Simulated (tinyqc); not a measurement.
Transmission spectrum against simple models: phonon transmission through an interface between two chains by Green functions. Computed by tinyqc, a small Python program. Command: `OMP_NUM_THREADS=1 python tinyqc.py 3025109 3025110 out.jsonl agf walk`. One thread of a shared host (Intel(R) Xeon(R) Processor @ 2.30GHz), about 0.01 s of CPU time with the checks.

Two semi-infinite chains (masses m_1, m_2; springs k_1, k_2), motion along the chain. The central region holds the end atom of each chain and two interlayer atoms of mass m_b, joined by springs k_b. lambda = omega^2 in eV/(angstrom^2 u); nu = 15.6333042 THz x sqrt(lambda).

Inputs (values chosen for the exercise, for two model chains):

| quantity | value | unit |
|---|---|---|
| mass m_1 | 77.3 | u |
| spring k_1 | 2.34 | eV/angstrom^2 |
| mass m_2 | 41.6 | u |
| spring k_2 | 2.6 | eV/angstrom^2 |
| junction spring k_b | 1.88 | eV/angstrom^2 |
| interlayer mass m_b | 37.1 | u |
| probe frequency / lower band top | 0.78 | - |

Atoms in the interlayer: two.

Constants: nu for 1 eV/(angstrom^2 u) = 15.6333042 THz.

Method:
- nu_max = 15.6333042 THz x 2 sqrt(k/m); impedance Z = sqrt(k m); long-wave transmission 4 Z_1 Z_2/(Z_1 + Z_2)^2; the probe frequency is the given share of the lower band top.
- In chain i, sin(q_i a/2) = nu/nu_max,i. An outgoing wave makes the next atom move as exp(i q_i a) times the end atom, so the lead adds the self-energy Sigma_i = -k_i exp(i q_i a) to the force-constant matrix; Gamma_i = -2 Im Sigma_i = 2 k_i sin(q_i a).
- A = lambda M - K - Sigma over the central atoms, with K_ii the sum of the springs at i, K_(i,i+1) = -k_b; G = inverse of A; transmission = Gamma_1 Gamma_2 |G_(first,last)|^2.
- Long-wave value 4 Z_1 Z_2/(Z_1 + Z_2)^2. Continuum estimate, with omega = sqrt(lambda): a slab of impedance Z_b = sqrt(k_b m_b) and phase p = omega x (number of interlayer atoms) x sqrt(m_b/k_b), tau = 4 Z_1 Z_2/[(Z_1 + Z_2)^2 cos^2 p + (Z_b + Z_1 Z_2/Z_b)^2 sin^2 p].

band top of chain 1 = 5.44000 THz

band top of chain 2 = 7.81665 THz

long-wave transmission = 0.983653

Z_1 = 13.4492 sqrt(eV u)/angstrom

Z_2 = 10.4 sqrt(eV u)/angstrom

Transmission:

| nu/nu_top | nu (THz) | Green function | long-wave value | continuum estimate |
|---|---|---|---|---|
| 0.05 | 0.2720 | 0.97955 | 0.98365 | 0.98115 |
| 0.15 | 0.8160 | 0.95064 | 0.98365 | 0.96292 |
| 0.25 | 1.3600 | 0.90981 | 0.98365 | 0.93462 |
| 0.35 | 1.9040 | 0.87831 | 0.98365 | 0.90753 |
| 0.45 | 2.4480 | 0.87136 | 0.98365 | 0.89085 |
| 0.55 | 2.9920 | 0.89445 | 0.98365 | 0.88953 |
| 0.65 | 3.5360 | 0.93681 | 0.98365 | 0.90394 |
| 0.75 | 4.0800 | 0.95407 | 0.98365 | 0.92988 |
| 0.85 | 4.6240 | 0.86449 | 0.98365 | 0.95874 |
| 0.92 | 5.0048 | 0.69887 | 0.98365 | 0.97465 |
| 0.98 | 5.3312 | 0.41429 | 0.98365 | 0.98234 |

What does the comparison show, and why?

The transmission starts at the impedance value 0.984 and vanishes at the lower band top, 5.44 THz, above which chain 1 has no states. It first falls below half of that value at nu/nu_top = 0.98. The continuum estimate is within 0.05 up to nu/nu_top = 0.75; it leaves out dispersion, and it puts the faces of the slab half a spring from its outer atoms.
